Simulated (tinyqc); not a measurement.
Doping and voltage from widths and field.

Inverse problem. In the depletion approximation an abrupt p-n junction has a triangular field: peak E = q Nd xn/(eps0 eps_r) = q Na xp/(eps0 eps_r), W = xn + xp, and Vbi - V = E W/2. Find Nd, Na and Vbi - V.

Parameters, values chosen for the exercise: relative permittivity eps_r = 12.9.

Constants: q = 1.602176634e-19 C, eps0 = 8.8541878128e-14 F/cm where lengths are in cm. Results are converted to the units shown.

W = 803.71329 nm
peak field = 156.91885 kV/cm
xn = 799.05215 nm

Answer. Gauss's law on each side gives its doping from the peak field and its width; the voltage is the area of the triangle.

Nd = 1.400e16 cm^-3
Na = 2.400e18 cm^-3
Vbi - V = 6.306 V

tinyqc, about 0.03 s, one thread, Intel Xeon 2.30GHz (shared host): `OMP_NUM_THREADS=1 python tinyqc.py 2000104 2000105 out.jsonl`
